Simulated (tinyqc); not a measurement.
## Programming of a floating-gate cell by Fowler-Nordheim tunnelling: programming by a staircase of pulses

Per tunnel area the floating gate has Ctun = 3.9 eps0/tox to the channel (0 V) and Ccg to the control gate, Ct = Ctun/(1 - ag), no other coupling. With the threshold shift U = -Q/Ccg the field is F = ag (Vg - U)/tox, and dU/dt = J/Ccg. Fowler-Nordheim: J = A F^2 exp(-B/F), A = q^2/(16 pi^2 hbar mo phi) (times 1e14 for A/cm^2 with F in V/nm, emitter mass m0), B = (4/3) sqrt(mo/C) phi^1.5, C = hbar^2/(2 m0).

Pulse i = 1, 2, ... has the height 11.4 V + (i - 1) 0.3 V and lasts 86 us; each starts from the U that the last one left. Exact: exp(B/F(t)) = exp(B/F(0)) + K t, K = A B ag/(Ccg tox), and U = Vg - tox F/ag.

Inputs (values chosen for the exercise); oxide values close to those of silicon dioxide: tunnel barrier phi = 3.16 eV; tunnelling mass mo = 0.43 m0; tunnel oxide thickness tox = 6.9 nm; coupling ratio Ccg/Ct ag = 0.57; threshold shift at the start Vt0 = -0.2 V.

Constants: q = 1.602176634e-19 C, hbar = 1.054571817e-34 J s, m0 = 9.1093837015e-31 kg, eps0 = 8.8541878128e-14 F/cm where lengths are in cm, hbar^2/(2 m0) = 0.0380998212 eV nm^2. Results are converted to the units shown.

Programming by a staircase of pulses:

| N | last pulse (V) | U (V) | gain of the last pulse (V) | F at its end (V/nm) |
|---|---|---|---|---|
| 1 | 11.400 | -0.14988 | 0.050118 | 0.95412 |
| 2 | 11.700 | -0.062669 | 0.087213 | 0.97170 |
| 3 | 12.000 | 0.072184 | 0.13485 | 0.98534 |
| 4 | 12.300 | 0.25669 | 0.18451 | 0.99488 |
| 6 | 12.900 | 0.74013 | 0.25678 | 1.0045 |
| 8 | 13.500 | 1.3027 | 0.28682 | 1.0076 |
| 11 | 14.400 | 2.1900 | 0.29803 | 1.0087 |
| 14 | 15.300 | 3.0881 | 0.29972 | 1.0088 |
| 18 | 16.500 | 4.2878 | 0.29998 | 1.0088 |

The gain of a pulse rises from 0.0501 to 0.300 V and settles at the step of 0.3 V: the field at the end of a pulse becomes steady, 1.01 V/nm, so U follows the gate one to one whatever it started from. It is within 5 % of the step from pulse 8 on among the rows. For N = 6, 8, 11, 14, 18 the field stays above 10 MV/cm, which wears the oxide.

Range of the model: Programming fields of 10 MV/cm and more wear the oxide; trapping and the channel potential are ignored.

Numbers from tinyqc (`OMP_NUM_THREADS=1 python tinyqc.py 2130043 2130044 out.jsonl`; about 0.01 s on one thread of a shared Intel Xeon 2.30GHz).
